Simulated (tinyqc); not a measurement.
# Surface potential of a MOS transistor: implicit equation and explicit approximations: effects of single changes

p-type body, charge-sheet picture, depletion and inversion only, full ionisation (an idealisation for deep acceptors), Boltzmann statistics (rough once Na exp(x - xn) passes about Nc/7). In units of Vt: xg = (Vg - Vfb)/Vt, x = psi/Vt, G = gamma/sqrt(Vt), xn = (2 phiF + Vc)/Vt. The implicit equation is (xg - x)^2 = G^2 [x - 1 + exp(x - xn)] for x above about 3. Cox = eps0 eox/tox.

Inputs (values chosen for the exercise); band and dielectric values close to those of silicon: temperature T = 300 K; band gap Eg = 1.13 eV; relative permittivity eps_r = 11.8; conduction-band density of states at T Nc = 2.77e19 cm^-3; valence-band density of states at T Nv = 2.67e19 cm^-3; relative permittivity of the gate insulator (close to silicon dioxide) eox = 3.9; insulator thickness tox = 1.4 nm; acceptor density Na = 1.9e17 cm^-3; flat-band voltage Vfb = -0.92 V; channel-body voltage Vc = 0 V; gate-body voltage Vg = 0.48 V.

Constants: q = 1.602176634e-19 C, kB = 1.380649e-23 J/K, Vt = kB T/q, eps0 = 8.8541878128e-14 F/cm where lengths are in cm. Results are converted to the units shown.

Each table varies one quantity; the others keep the values above.

## Accuracy of the approximations against gate voltage

ni = sqrt(Nc Nv) exp(-Eg/(2 Vt)), Eg in volts; phiF = Vt ln(Na/ni); gamma = sqrt(2 q eps0 eps_r Na)/Cox; VT = Vfb + Vt (xn + G sqrt(xn - 1)). Depletion value a = 1 + [sqrt(G^2/4 + xg - 1) - G/2]^2; inversion value b = xn + ln[(xg - xn)^2/G^2 - xn + 1] and first guess y = min(a, b) - ln(1 + exp(-|a - b|)) if a > xn + 1, else b = y = a; one second-order correction with D = exp(y - xn), p = 2 (xg - y) + G^2 (1 + D), w = (xg - y)^2 - G^2 (y - 1 + D): z = y + 2 w/(p + sqrt(p^2 - 2 (2 - G^2 D) w)), or the Newton step z = y + w/p where the root is not real. N_inv = (Cox Vt G/q) [sqrt(x - 1 + exp(x - xn)) - sqrt(x - 1)] at the root. Lambert form (Cox m Vt/q) W0[(G/(2 m sqrt(xn - 1))) exp((Vg - VT)/(m Vt))], m = 1 + G/(2 sqrt(xn - 1)). Errors under 1e-4 mV, and the linear form below VT, are printed as 0.

Accuracy of the approximations against gate voltage:
```
Vg (V)  psi (V)   x - xn  error of y (mV)  error of z (mV)  N_inv (cm^-2)  Cox (Vg - VT)/q (cm^-2)  Lambert form (cm^-2)
-0.35    0.4996   -14.46                0                0        1.557e4                        0               1.043e4
-0.15    0.6869   -7.214          1.13e-3                0        1.843e7                        0               1.590e7
0.05     0.8743  0.03791             1.40                0       2.276e10                 3.869e10              2.295e10
0.25     0.9882    4.443             27.9             9.37       1.254e12                 3.118e12              1.381e12
0.45      1.028    5.977             20.7             6.00       3.691e12                 6.197e12              4.012e12
0.65      1.051    6.864             15.8            -2.08       6.399e12                 9.276e12              6.865e12
0.85      1.067    7.489             12.9           -0.887       9.217e12                 1.235e13              9.795e12
1.05      1.079    7.970             10.9           -0.485       1.209e13                 1.543e13              1.276e13
1.25      1.090    8.361             9.54           -0.300       1.501e13                 1.851e13              1.575e13
```

psi rises from 0.500 to 1.09 V and ends 8.4 Vt above 2 phiF + Vc. Among the rows the first guess is off by at most 28 mV (at Vg = 0.25 V) and the corrected value by at most 9.4 mV. In the last row the linear form is 23 % above N_inv and the Lambert form 4.9 % above it; in the first row the Lambert form is 33 % below it. For Vg = 0.25, 0.45, 0.65, 0.85, 1.05, 1.25 the electron quasi-Fermi level lies less than 2 Vt below the band edge at the surface, or above it, where degeneracy and confinement, left out, matter.

## Effect of the acceptor density at fixed gate voltage

Same model as above.

Vfb is held fixed.

Effect of the acceptor density at fixed gate voltage:
```
Na (cm^-3)  psi (V)  x - xn  error of y (mV)  error of z (mV)  N_inv (cm^-2)  Cox (Vg - VT)/q (cm^-2)  Lambert form (cm^-2)
6.3e15       0.9557   9.998             23.7             7.83       6.564e12                 1.058e13              7.595e12
1.4e16       0.9741   9.113             22.8             7.29       6.141e12                 9.823e12              7.001e12
3e16         0.9915   8.262             21.9             6.75       5.674e12                 9.034e12              6.376e12
6.6e16        1.009   7.370             20.9             6.19       5.096e12                 8.123e12              5.639e12
1.5e17        1.027   6.418             20.0             5.66       4.342e12                 7.017e12              4.729e12
3.2e17        1.042   5.489             19.5             5.36       3.449e12                 5.782e12              3.704e12
6.9e17        1.054   4.409             20.0             5.46       2.285e12                 4.213e12              2.420e12
1.5e18        1.053   2.816             17.1            -1.79       8.598e11                 2.142e12              8.964e11
```

As Na goes from 6.3e15 to 1.5e18, psi goes from 0.9557 through a maximum of 1.054 (at Na = 6.9e17 among the rows listed) to 1.053 V, x - xn falls from 10.0 to 2.82 and N_inv falls from 6.56e12 to 8.60e11 cm^-2. The Lambert form lies between 1.04 and 1.16 times N_inv. In every row the electron quasi-Fermi level lies less than 2 Vt below the band edge at the surface, or above it, where degeneracy and confinement, left out, matter.

Computed by the program tinyqc: `OMP_NUM_THREADS=1 python tinyqc.py 2122128 2122129 out.jsonl`, one thread of a shared Intel Xeon 2.30GHz, about 0.01 s for the whole run.
